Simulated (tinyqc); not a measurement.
Inside a calculation. Model: tunnelling through a two-layer gate stack, WKB transmission and Tsu-Esaki current.

Numbers from tinyqc (`OMP_NUM_THREADS=1 python tinyqc.py 2540111 2540112 out.jsonl`; about 0.04 s on one thread of a shared Intel Xeon 2.30GHz). Printed values are rounded.

Electrons leave the emitter at x = 0. Energies E (motion across the layers) are in eV from the emitter Fermi level; the collector Fermi level lies at -V and offers states at every E. No charge in the dielectric and no image force: F1 = V/(t1 + t2 eps1/eps2), F2 = F1 eps1/eps2; U = phi1 - F1 x in layer 1 and phi2 - F1 t1 - F2 (x - t1) in layer 2. With C = hbar^2/(2 m0), kappa = sqrt(m (U - E)/C) where U > E and 0 elsewhere; T(E) = exp(-S), S = 2 times the integral of kappa over x.

Inputs (values chosen for the exercise); layer 1 close to silicon dioxide, layer 2 close to hafnium oxide:

| symbol | value | unit | meaning |
|---|---|---|---|
| T | 300 | K | temperature |
| Ef | 0.09 | eV | Fermi energy of the emitter above its band bottom |
| me | 1 | m0 | emitter mass in the supply function |
| phi1 | 3.25 | eV | barrier of layer 1 above the emitter Fermi level at zero bias |
| m1 | 0.49 | m0 | tunnelling mass of layer 1 |
| t1 | 0.9 | nm | thickness of layer 1 |
| eps1 | 3.73 |  | relative permittivity of layer 1 |
| phi2 | 1.45 | eV | barrier of layer 2 at zero bias |
| m2 | 0.2 | m0 | tunnelling mass of layer 2 |
| t2 | 2 | nm | thickness of layer 2 |
| eps2 | 20.9 |  | relative permittivity of layer 2 |
| V | 0.7 | V | voltage across the dielectric |
| E | 0.17 | eV | energy of the electron followed |
| nc | 4 |  | cells in each layer |
| Ea | -0.09 | eV | lower end of the energy grid |
| Eb | 0.28 | eV | upper end of the energy grid |
| nE | 11 |  | points of the energy grid |

Constants: q = 1.602176634e-19 C, kB = 1.380649e-23 J/K, hbar = 1.054571817e-34 J s, m0 = 9.1093837015e-31 kg, Vt = kB T/q, hbar^2/(2 m0) = 0.0380998212 eV nm^2. Results are converted to the units shown.

## Fields and band edges

F1 = V/(t1 + t2 eps1/eps2), F2 = F1 eps1/eps2; U = phi1 - F1 x in layer 1 and phi2 - F1 t1 - F2 (x - t1) in layer 2. EOT = 3.9 (t1/eps1 + t2/eps2).

F1 = 5.56909 MV/cm
F2 = 0.993909 MV/cm
U at the end of layer 1 = 2.74878 eV
U at the start of layer 2 = 0.948782 eV
U at the end of layer 2 = 0.75 eV
EOT = 1.31422 nm

## WKB exponent by the midpoint rule

Cut each layer into nc equal cells, take U and kappa at the cell centres, and sum S = 2 sum kappa h.

```
cell   x (nm)   U (eV)  kappa (1/nm)
0     0.11250  3.18735       6.22944
1     0.33750  3.06204       6.09872
2     0.56250  2.93674       5.96514
3     0.78750  2.81143       5.82850
4     1.15000  0.92393       1.98939
5     1.65000  0.87424       1.92271
6     2.15000  0.82454       1.85363
7     2.65000  0.77485       1.78187
```

S = 18.4024
T(E) = 1.01844e-8

## WKB exponent in closed form

Each layer adds (2/F) sqrt(m/C) [G(u at its left edge) - G(u at its right edge)] to S, with u = U - E (0 where negative) and G(u) = (2/3) u^1.5. The slope follows from 1/d = -dS/dE.

S = 18.4018
T(E) = 1.01910e-8
energy d over which T(E) grows by a factor e = 0.13342 eV

The midpoint rule gives S = 18.402, so its T(E) is 0.065 % below this value. The band edge stays above E through the whole stack: direct tunnelling through a trapezoid.

## Current density on a coarse energy grid

J = J0 times the integral of T(E) N(E) dE, N = ln[(1 + exp(-E/Vt))/(1 + exp((-E - V)/Vt))], J0 = q^2 me m0 kB T/(2 pi^2 hbar^3) (times 1e-4 for A/cm^2 per eV), by Simpson's rule on nE equally spaced points from Ea to Eb.

```
point     E (eV)        T(E)           N       T(E) N
0      -0.090000  1.65191e-9     3.51166   5.80093e-9
1      -0.053000  2.11083e-9     2.17121   4.58306e-9
2      -0.016000  2.70834e-9     1.04974   2.84304e-9
3       0.021000  3.49015e-9    0.367299   1.28193e-9
4       0.058000  4.51853e-9    0.100824  4.55577e-10
5       0.095000  5.87891e-9   0.0250393  1.47204e-10
6       0.132000  7.68943e-9  0.00604206  4.64600e-11
7       0.169000  1.01149e-8  0.00144747  1.46411e-11
8       0.206000  1.33873e-8  3.46160e-4  4.63417e-12
9       0.243000  1.78368e-8  8.27488e-5  1.47597e-12
10      0.280000  2.39379e-8  1.97789e-5  4.73467e-13
```

J0 = 4.18366e8 A/(cm^2 eV)
J = 0.188923 A/cm^2

The integrand peaks at E = -0.0900 eV among these points. A converged quadrature from -Ef to above the barrier gives 0.1889 A/cm^2; this grid is within 0.01 % of that.
